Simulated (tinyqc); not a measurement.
Lateral field, substrate current, probability of reaching the oxide barrier and hot-carrier lifetime of a silicon transistor (pseudo-two-dimensional and lucky-electron models): one step, computed by the program tinyqc. Command: `OMP_NUM_THREADS=1 python tinyqc.py 3025628 3025629 out.jsonl hotcar walk`. One thread of a shared host (Intel(R) Xeon(R) Processor @ 2.30GHz), about 0.04 s of CPU time with the checks.

Local-field models: a lucky carrier gains its energy at the peak field over a path free of collisions. Voltages are magnitudes.

Problem. Peak lateral field. C_ox = 3.9 eps_0/t; F_sat = 2 v_s/mu; V_Dsat = V_ov F_sat L/(V_ov + F_sat L), V_ov = V_G - V_T; I_D/W = C_ox v_s (V_ov - V_Dsat). Scale length l = 0.22 t^(1/3) x_j^(1/2) (all in cm); F_m = sqrt(((V_D - V_Dsat)/l_e)^2 + F_sat^2), with l_e = l + L_n; length of the velocity-saturated region l_e ln((V_D - V_Dsat)/(l_e F_sat) + F_m/F_sat).

Inputs (values chosen for the exercise, modelled on a silicon n-channel):
```
quantity                                value                      unit
channel length L                          310                        nm
oxide thickness t                         7.4                        nm
junction depth x_j                         63                        nm
mobility mu                               340                cm^2/(V s)
saturation velocity v_s                  0.84                  1e7 cm/s
threshold voltage V_T                    0.68                         V
gate voltage V_G                          2.4                         V
drain voltage V_D                         3.7                         V
ionisation prefactor A_i              2.2e+06                      1/cm
ionisation field B_i                     1.76                     MV/cm
hot-carrier mean free path lambda         7.8                        nm
oxide barrier phi_b                       3.1                        eV
interface-trap threshold phi_it           3.6                        eV
lifetime constant H                        30  s microampere/micrometre
length of the depleted extension L_n       26                        nm
```

Drain: lightly doped extension.

Constants: eps_0 = 8.8541878128e-12 F/m.

Give: scale length l; peak field F_m; velocity-saturated length; energy gained over one free path, e lambda F_m.

Solution.

scale length l = 49.946 nm

peak field F_m = 383.70 kV/cm

velocity-saturated length = 207.99 nm

energy gained over one free path, e lambda F_m = 0.29928 eV

Caution: the empirical formula for l was fitted to oxides of about 15 nm or more; for thinner ones it is an extrapolation. Caution: the saturated region fills most of the channel, so the split into two regions is rough.
